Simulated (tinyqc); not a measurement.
Coherent transport through a tight-binding region between two chains, step by step. Computed by tinyqc, a small Python program that keeps every step. Settings: temperature = 77, mu = 0.24. Command: `OMP_NUM_THREADS=1 python tinyqc.py 20130 20131 out.jsonl` (the two numbers bound the seeds that draw the settings). One thread of a shared host (Intel(R) Xeon(R) Processor @ 2.60GHz), about 0.1 s of CPU time with the checks.

## Transmission at E = 0.02 eV

H of the central region (eV), lower triangle:
```
           1          2          3          4         5
1   0.000000
2  -1.880000   0.000000
3   0.000000  -1.530000   0.000000
4   0.000000   0.000000  -1.530000   0.000000
5   0.000000   0.000000   0.000000  -1.530000  0.000000
```

Leads: semi-infinite chains with site energy 0:

| parameter | value |
|---|---|
| lead hopping t (eV) | 2.550000 |
| coupling to the left lead (eV) | 1.460000 |
| coupling to the right lead (eV) | 0.700000 |
| left contact site | 1 |
| right contact site | 5 |

E = 0.020000 eV

Surface Green function g = (E - i sqrt(4 t^2 - E^2)) / (2 t^2); self-energy tc^2 g on each contact site; G = (E - H - Sigma)^(-1); Gamma = -2 Im Sigma; T = Gamma_L Gamma_R |G_LR|^2; local density of states -Im G_ii / pi.

g = 0.001538-0.392154i 1/eV

G (1/eV), lower triangle:
```
                     1                    2                    3                    4
1   0.058897-0.883917i
2   0.138370-0.018325i  -0.009379-0.061361i
3  -0.074178+1.086360i   0.483694+0.023320i   0.084825-1.335178i
4  -0.137400+0.004125i   0.003056+0.061056i   0.168792-0.005866i  -0.005263-0.060980i
5   0.075974-1.086414i  -0.483734-0.024118i  -0.087031+1.335255i   0.484872+0.006663i

                    5
5  0.080693-1.335342i
```

local density of states (1/eV): 0.281360  0.019532  0.425000  0.019410  0.425053

transmission = 0.762051

## Transmission across the band

The same steps on a grid of energies.

T(E):

| E (eV) | T |
|---|---|
| -4.84500000 | 1.92e-06 |
| -4.36050000 | 0.000021 |
| -3.87600000 | 0.000180 |
| -3.39150000 | 0.002356 |
| -2.90700000 | 0.131706 |
| -2.42250000 | 0.139082 |
| -1.93800000 | 0.432158 |
| -1.45350000 | 0.319142 |
| -0.96900000 | 0.163085 |
| -0.48450000 | 0.264691 |
| 0.00000000 | 0.765067 |
| 0.48450000 | 0.264691 |
| 0.96900000 | 0.163085 |
| 1.45350000 | 0.319142 |
| 1.93800000 | 0.432158 |
| 2.42250000 | 0.139082 |
| 2.90700000 | 0.131706 |
| 3.39150000 | 0.002356 |
| 3.87600000 | 0.000180 |
| 4.36050000 | 0.000021 |
| 4.84500000 | 1.92e-06 |

levels of the isolated region (eV): -2.773863  -1.691976  0.000000  1.691976  2.773863

## Current

I = (2e/h) int T(E) [f(E - mu - V/2) - f(E - mu + V/2)] dE at 77 K with mu = 0.24 eV, the bias not changing H; 2e^2/h = 77.48092 microsiemens; the integral runs over the band on 4001 points.

Current:

| V (volt) | I (microampere) |
|---|---|
| 0.010000 | 0.384423 |
| 0.050000 | 1.923305 |
| 0.100000 | 3.853862 |
| 0.200000 | 7.760545 |
| 0.400000 | 15.786772 |
| 0.800000 | 30.652177 |
